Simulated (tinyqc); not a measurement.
Inside a calculation. Model: polycrystalline film, grain-boundary barriers (Seto model).

Computed by the program tinyqc: `OMP_NUM_THREADS=1 python tinyqc.py 2610102 2610103 out.jsonl`, one thread of a shared Intel Xeon 2.30GHz, about 0.01 s for the whole run. Printed values are rounded.

One-dimensional grains of size Lg with donors N; each boundary has Qt acceptor-like traps per area at one level Et below the band edge. Trapped electrons qt deplete a width w = qt/N (both sides together) and raise a barrier Vb = q N w^2/(8 eps0 eps_r). Current crosses the barriers by thermionic emission at small bias. Abrupt depletion, full ionisation, Boltzmann statistics.

Parameters, values chosen for the exercise; values close to those of polycrystalline silicon:
- T = 250 K (temperature)
- eps_r = 11.7 (relative permittivity of the semiconductor)
- Lg = 80 nm (grain size)
- Qt = 2.6e12 cm^-2 (trap density at a boundary)
- N = 1.3e18 cm^-3 (donor density)
- mg = 160 cm^2/(V s) (mobility inside a grain)
- vc = 6.6e6 cm/s (collection velocity at the barrier)
- Nc = 2.13e19 cm^-3 (conduction-band density of states at T)
- Et = 0.42 eV (trap level below the band edge)

Constants: q = 1.602176634e-19 C, kB = 1.380649e-23 J/K, Vt = kB T/q, eps0 = 8.8541878128e-14 F/cm where lengths are in cm. Results are converted to the units shown.

## Critical doping and limits of the barrier

N* = Qt/Lg; fully depleted grains have Vb = q N Lg^2/(8 eps0 eps_r), filled traps Vb = q Qt^2/(8 eps0 eps_r N); the true barrier cannot exceed the smaller.

N* = 3.25e17 cm^-3
Vb, fully depleted = 1.60846 V
Vb, traps filled = 0.100528 V

## Iteration 1: trapped charge

qt at the start = 2.4e12 cm^-2

w = qt/N, Vb = q N w^2/(8 eps0 eps_r), out = Qt/(1 + 2 (Nc/N) exp((Vb - Et)/Vt)); qt(new) = out.

w = 18.4615 nm
Vb = 0.0856574 V
out = 2.59998e12 cm^-2
qt after iteration 1 = 2.59998e12 cm^-2

## Iteration 2: trapped charge

As before.

w = 19.9999 nm
Vb = 0.100527 V
out = 2.59997e12 cm^-2
qt after iteration 2 = 2.59997e12 cm^-2

## Course of the iteration: trapped charge

Stop when qt changes by less than 10000 cm^-2, or after 60 iterations.

Course of the iteration:
```
iteration  qt (cm^-2)  |change| (cm^-2)
1          2.59998e12           2.00e11
2          2.59997e12            1.54e7
3          2.59997e12              1710
```

Converged in 3 iterations. The change falls from 2.0e11 in the first iteration to below the tolerance in the last.

## Barrier, resistivity and effective mobility

Partly depleted grains: the density at the grain centre is n0 = N and qt = Qt/(1 + 2 (Nc/N) exp((Vb - Et)/Vt)). If that gives qt >= N Lg, the grains are fully depleted: qt = N Lg, w = Lg and n0 = 2 Nc exp((Vb - Et)/Vt)/(Qt/(N Lg) - 1). Resistivity: barriers rb = Vt exp(Vb/Vt)/(q n0 vc Lg), grain interior rg = (1 - w/Lg)/(q mg N); effective mobility 1/(q N (rb + rg)).

qt = 2.59997e12 cm^-2
w = 19.9998 nm
Vb = 0.100526 V
n0 = 1.3e18 cm^-3
rb = 0.208229 ohm cm
rg = 0.0225055 ohm cm
effective mobility = 20.8081 cm^2/(V s)

The grains are partly depleted, 100 % of the traps are filled and the barriers give 90.2 % of the resistivity.
